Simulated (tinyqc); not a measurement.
# Band bending at a free surface with a continuum of surface states, surface photovoltage and Kelvin probe: two studies

n-type bulk, xi = Ec - EF = Vt ln(Nc/Nd), p0 = ni^2/Nd, ni = sqrt(Nc Nv) exp(-Eg/(2 Vt)), Eg in volts. b is the upward band bending, u = b/Vt. Space charge per area, in units of q: Qc = sign(b) sqrt((2 eps0 eps_r Vt/q) [(Nd + dn)(exp(-u) - 1) + Nd u + (p0 + dn)(exp(u) - 1)]), with dn the excess density under light (flat quasi-Fermi levels; 0 in the dark). The states hold -Ds (E0 - xi - b): negative while the Fermi level lies above the neutrality level. Neutrality: Qc + Qf + (charge of the states) = 0.

Inputs (values chosen for the exercise); band and dielectric values close to those of silicon: temperature T = 300 K; band gap Eg = 1.12 eV; relative permittivity eps_r = 11.7; conduction-band density of states at T Nc = 2.82e19 cm^-3; valence-band density of states at T Nv = 2.67e19 cm^-3; donor density Nd = 6.7e15 cm^-3; fixed positive charge at the surface Qf = 6.3e10 cm^-2; density of surface states Ds = 5.6e13 cm^-2 eV^-1; depth of their neutrality level below the conduction edge E0 = 0.37 eV.

Constants: q = 1.602176634e-19 C, kB = 1.380649e-23 J/K, Vt = kB T/q, eps0 = 8.8541878128e-14 F/cm where lengths are in cm. Results are converted to the units shown.

Each table varies one quantity; the others keep the values above.

## Pinning by the surface states

b solves the neutrality condition in the dark.

Result of one run:

| Ds (cm^-2 eV^-1) | b (V) | xi + b (eV) | Qc (cm^-2) |
|---|---|---|---|
| 1.1e13 | 0.1395 | 0.3552 | 9.929e10 |

What becomes of these results when the density of surface states Ds is changed from 1.1e13 to 6.7e10 cm^-2 eV^-1, all else the same?

Result of the changed run:

| Ds (cm^-2 eV^-1) | b (V) | xi + b (eV) | Qc (cm^-2) |
|---|---|---|---|
| 6.7e10 | -0.03126 | 0.1845 | -5.057e10 |

The whole series:

| Ds (cm^-2 eV^-1) | b (V) | xi + b (eV) | Qc (cm^-2) |
|---|---|---|---|
| 2.4e10 | -0.03506 | 0.1807 | -5.846e10 |
| 6.7e10 | -0.03126 | 0.1845 | -5.057e10 |
| 1.8e11 | -0.02102 | 0.1947 | -3.145e10 |
| 5.1e11 | 0.009044 | 0.2248 | 1.106e10 |
| 1.4e12 | 0.06606 | 0.2818 | 6.048e10 |
| 3.9e12 | 0.1155 | 0.3312 | 8.827e10 |
| 1.1e13 | 0.1395 | 0.3552 | 9.929e10 |
| 2.9e13 | 0.1485 | 0.3643 | 1.031e11 |
| 8.1e13 | 0.1522 | 0.3679 | 1.047e11 |

b rises from -0.0351 to 0.152 V. The Fermi level moves towards E0 = 0.37 eV and is within 2.07 meV of it in the last row; it is half-way there at the Ds that solves Ds b = Qc(b) + Qf with b = (E0 - xi)/2, 1.69e12 cm^-2 eV^-1.

## Photovoltage against injection

Same model as above.

Under chopped light the surface charge keeps its dark value, so b falls to bL with Qc(bL, dn) = Qc(b, 0); the photovoltage is b - bL.

Result of one run:

| dn (cm^-3) | bL (V) | photovoltage (mV) | share of b removed (%) |
|---|---|---|---|
| 1.2e13 | 0.1407 | 10.62 | 7.023 |

What becomes of these results when the excess carrier density under light dn is changed from 1.2e13 to 6.5e11 cm^-3, all else the same?

Result of the changed run:

| dn (cm^-3) | bL (V) | photovoltage (mV) | share of b removed (%) |
|---|---|---|---|
| 6.5e11 | 0.1504 | 0.8419 | 0.5565 |

The whole series:

| dn (cm^-3) | bL (V) | photovoltage (mV) | share of b removed (%) |
|---|---|---|---|
| 6.6e6 | 0.1513 | 8.833e-6 | 5.839e-6 |
| 1.2e8 | 0.1513 | 1.606e-4 | 1.062e-4 |
| 2.1e9 | 0.1513 | 0.002810 | 0.001858 |
| 3.7e10 | 0.1512 | 0.04942 | 0.03267 |
| 6.5e11 | 0.1504 | 0.8419 | 0.5565 |
| 1.2e13 | 0.1407 | 10.62 | 7.023 |
| 2.1e14 | 0.1052 | 46.11 | 30.48 |
| 3.6e15 | 0.05552 | 95.76 | 63.30 |
| 6.5e16 | 0.01759 | 133.7 | 88.37 |

The photovoltage rises from 8.83e-6 to 134 mV, towards the full b = 151 mV. Its steepest rise is 40.2 mV a decade (Vt ln 10 = 59.5 mV), and it reaches 88.4 % of b in the last row: even strong light does not flatten the bands fully, so a saturation reading understates b. For dn = 6.5e16 the injection is high, and a Dember voltage, left out here, adds to the signal.

Program tinyqc, `OMP_NUM_THREADS=1 python tinyqc.py 2430072 2430073 out.jsonl`; Intel Xeon 2.30GHz, shared host, one thread, about 0.01 s.
